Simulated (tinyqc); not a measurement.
Pair of shallow donors (hydrogen-like orbitals): one step. One electron on two donors. Five cases, with inputs chosen for the exercise.

Problem. Give both levels, the splitting D = |E(-) - E(+)| and the tunnelling frequency D/(2 pi hbar).

Each donor has the orbital exp(-r/a); energy unit Ha* = q/(eps a), q = e^2/(4 pi eps0), so that a lone donor is bound by Ha*/2; x = R/a. One electron: S = (1 + x + x^2/3) exp(-x), j = 1/x - (1 + 1/x) exp(-2x), k = (1 + x) exp(-x); levels E(+/-) = -1/2 - (j +/- k)/(1 +/- S) in Ha*, without the repulsion of the ions, split by D = |E(-) - E(+)|. In six valleys the overlaps S and k are multiplied by v = [cos(K Rx) + cos(K Ry) + cos(K Rz)]/3, K = k0 (2 pi/a_lat), for isotropic envelopes and the symmetric valley state.

Constants: hbar = 6.58211957e-16 eV s.

Give: E(+), E(-); D; frequency.

Case 1.

Ha* = 62.06744 meV
x = 4.073250
v = 0.604206

Solution.

E(+), E(-) (meV): -47.673  -44.477

D = 3.196 meV
frequency = 772.9 GHz

The second ion deepens the mean level by 15.04 meV, against Ha*/x = 15.24 meV for a point charge. Without the valley factor D would be 5.4 meV; v is positive, so the even combination lies lower.

Case 2.

Ha* = 66.25096 meV
x = 2.446735
v = 0.070353

Solution.

E(+), E(-) (meV): -60.003  -58.969

D = 1.034 meV
frequency = 250.0 GHz

The second ion deepens the mean level by 26.36 meV, against Ha*/x = 27.08 meV for a point charge. Without the valley factor D would be 18.9 meV; v is positive, so the even combination lies lower.

Case 3.

Ha* = 65.90227 meV
x = 5.431000
v = 0.998100

Solution.

E(+), E(-) (meV): -46.008  -44.018

D = 1.990 meV
frequency = 481.1 GHz

The second ion deepens the mean level by 12.06 meV, against Ha*/x = 12.13 meV for a point charge. Without the valley factor D would be 1.99 meV; v is positive, so the even combination lies lower.

Case 4.

Ha* = 73.86706 meV
x = 3.892249
v = -0.182531

Solution.

E(+), E(-) (meV): -55.204  -56.494

D = 1.291 meV
frequency = 312.1 GHz

The second ion deepens the mean level by 18.92 meV, against Ha*/x = 18.98 meV for a point charge. Without the valley factor D would be 7.36 meV; v is negative, so the odd combination lies lower.

Case 5.

Ha* = 66.61568 meV
x = 6.765290
v = -0.333320

Solution.

E(+), E(-) (meV): -43.042  -43.265

D = 0.2234 meV
frequency = 54.02 GHz

The second ion deepens the mean level by 9.85 meV, against Ha*/x = 9.85 meV for a point charge. Without the valley factor D would be 0.671 meV; v is negative, so the odd combination lies lower.

Computed by tinyqc, one run a case: `OMP_NUM_THREADS=1 python tinyqc.py N N+1 out.jsonl` with N = 1281738, 1281822, 1281967, 1282495, 1282612; one thread of a shared Intel(R) Xeon(R) Processor @ 2.30GHz, about 0.01 s a run at most.
